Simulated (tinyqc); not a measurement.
# Changing the width of the test line

Model: electron-beam lithography: double-Gaussian proximity function, edge placement and dose correction for parallel lines. Computed by tinyqc, a small Python program. Command: `OMP_NUM_THREADS=1 python tinyqc.py 3110790 3110791 out.jsonl proximity sweep`. One thread of a shared host (Intel(R) Xeon(R) Processor @ 2.30GHz), about 0.01 s of CPU time with the checks.

Lines are infinitely long. Absorbed energy is counted so that the middle of a very large area written at dose 1 receives 1; the resist develops where it exceeds 1/2.

Inputs (values chosen for the exercise, of the order of those for 100 keV electrons in resist on silicon):

| quantity | value | unit |
|---|---|---|
| forward range alpha | 0.019 | micrometre |
| backscatter ratio eta | 1 | - |
| base dose D0 | 260 | microcoulomb/cm^2 |
| pattern density around the test line | 0.46 | - |

Method. A test line of width w << beta in surroundings of density rho, all at dose d: near its edge E(x) = d [S + eta rho]/(1 + eta), S = [erf((b - x)/alpha) - erf((a - x)/alpha)]/2 for edges a and b, the second term being the background energy. Dose to size d_s = (1 + eta)/(erf(w/alpha) + 2 eta rho), dose = d_s D0; edge slope d [1 - exp(-w^2/alpha^2)]/(sqrt(pi) alpha (1 + eta)); width change per 1 % of dose = 2 x 0.01 x (1/2)/slope.

One run for each value:

| width of the test line (micrometre) | dose to size d_s | width change per 1 % of dose (nm) | edge slope (1/nm) |
|---|---|---|---|
| 0.0076 | 1.483 | 3.071 | 0.00326 |
| 0.0120 | 1.292 | 1.585 | 0.00631 |
| 0.0200 | 1.121 | 0.897 | 0.01115 |
| 0.0330 | 1.049 | 0.675 | 0.01482 |
| 0.0530 | 1.042 | 0.647 | 0.01546 |
| 0.0860 | 1.042 | 0.647 | 0.01547 |
| 0.1400 | 1.042 | 0.647 | 0.01547 |
| 0.2300 | 1.042 | 0.647 | 0.01547 |

Describe and explain the trends.

Over the rows, dose to size d_s falls from 1.48 to 1.04, flat over part of the range; width change per 1 % of dose (nm) falls from 3.07 to 0.647, flat over part of the range; edge slope (1/nm) rises from 0.00326 to 0.0155, flat over part of the range. Forward scattering raises the dose needed once w falls below about 1.5 alpha, where erf(w/alpha) drops visibly below 1.
